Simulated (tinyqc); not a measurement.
Hot carriers by balance equations with a heated Maxwellian. Changing the optical or intervalley deformation potential D_o. Computed by tinyqc, a small Python program. Command: `OMP_NUM_THREADS=1 python tinyqc.py 3004452 3004453 out.jsonl hot sweep`. One thread of a shared host (Intel(R) Xeon(R) Processor @ 2.30GHz), about 0.07 s of CPU time with the checks.

The carriers follow a Maxwellian at an electron temperature T_e, slightly displaced; the drift energy is neglected against k_B T_e. The balance averages the rate, not the time, so mu_0 lies below the relaxation-time value.

Inputs (values chosen for the exercise, modelled on holes in silicon):
```
quantity                            value    unit
effective mass m                    0.499     m_0
density rho                          2329  kg/m^3
sound velocity v_l                   9000     m/s
acoustic deformation potential D_A    5.8      eV
phonon energy hbar w                 62.1     meV
final valleys Z_f                       1       -
lattice temperature T                 200       K
electric field F                     0.92   kV/cm
mixing                                0.3       -
iteration cap                         300       -
```

Band: parabolic. Solver: damped fixed point.

Constants: k_B = 8.617333262e-05 eV/K; k_B = 1.380649e-23 J/K; e = 1.602176634e-19 C; hbar = 1.054571817e-34 J s; m_0 = 9.1093837015e-31 kg; hbar = 6.582119569e-16 eV s.

Method:
- Parabolic band: E = hbar^2 k^2/(2 m), speed v = hbar k/m, states per spin, volume and energy g(E) = m k/(2 pi^2 hbar^2). Masses are multiplied by m_0 and all formulas are in SI units.
- Phonon occupation N_q = 1/(exp(hbar w/(k_B T)) - 1).
- Acoustic deformation potential (elastic, equipartition, absorption and emission together): 1/tau = 2 pi k_B T D_A^2 g(E)/(hbar rho v_l^2).
- Optical or intervalley deformation potential: 1/tau = (pi Z_f D_o^2/(rho w)) [N_q g(E + hbar w) + (N_q + 1) g(E - hbar w)], with g = 0 below the band edge.
- Averages over the Maxwellian, <y> = int y x^(1/2) exp(-x) dx / int x^(1/2) exp(-x) dx with x = E/(k_B T_e), split at x_0 = hbar w/(k_B T_e): 64 Gauss-Legendre points in sqrt(x) below it and 128 in sqrt(x - x_0) above it, up to x = 32. Momentum balance: mu(T_e) = e/(m nu), nu = <x (sum of rates)>/<x>. Power lost per carrier: P(T_e) = hbar w <emission rate - absorption rate> + <(2 m v_l^2/(k_B T)) (E - 2 k_B T) acoustic rate>.
- Energy relaxation time at weak heating: tau_E = (3/2) k_B / (dP/dT_e), the derivative by a central difference of +/- 0.5 K at T_e = T.
- Fixed point: T_out = T + (T_e - T) e mu(T_e) F^2/P(T_e), T_new = T_e + mixing (T_out - T_e).
- Start at T_e = 1.5 T; stop when T_e moves by less than 1e-6 K or exceeds 1e6 K.
- v = mu(T_e) F; warm-carrier coefficient (mu/mu_0 - 1)/F^2.

One run for each value; columns: (1) optical or intervalley deformation potential D_o (1e8 eV/cm); (2) drift velocity (1e7 cm/s); (3) electron temperature T_e (K); (4) energy relaxation time tau_E (ps); (5) low-field mobility mu_0 (cm^2/(V s)):
```
(1)      (2)    (3)    (4)   (5)
1.0   0.2016  396.8  20.26  3133
1.5   0.2117  344.1  13.53  3097
2.2   0.2207  295.0   8.01  3025
3.2   0.2239  256.5   4.33  2886
4.7   0.2149  229.3   2.16  2621
10.0  0.1452  205.1   0.50  1635
15.0  0.0926  201.5   0.22  1020
```

Give the missing row, optical or intervalley deformation potential D_o (1e8 eV/cm) = 6.9.

Computed row; columns: (1) optical or intervalley deformation potential D_o (1e8 eV/cm); (2) drift velocity (1e7 cm/s); (3) electron temperature T_e (K); (4) energy relaxation time tau_E (ps); (5) low-field mobility mu_0 (cm^2/(V s)):
```
(1)     (2)    (3)   (4)   (5)
6.9  0.1879  213.1  1.04  2189
```

Interpolating between the two neighbouring rows (the first column on a logarithmic scale, the others too where they are positive) misses most in drift velocity (1e7 cm/s), by 6.3 %. Over the rows, drift velocity (1e7 cm/s) goes from 0.202 through a maximum among these rows, 0.224 at 3.20, to 0.0926; electron temperature T_e (K) falls from 397 to 201 (exponent d ln y / d ln x -0.35 between the first rows and -0.044 between the last); energy relaxation time tau_E (ps) falls from 20.3 to 0.225 (exponent d ln y / d ln x -1.00 between the first rows and -2.0 between the last).

Caution (rows 4.70, 6.90, 10.0, 15.0): the drift energy m v^2/2 is not small against the heating (3/2) k_B (T_e - T), so T_e - T is rough.

Extremes, crossings and ranges named in words are read from the listed rows.
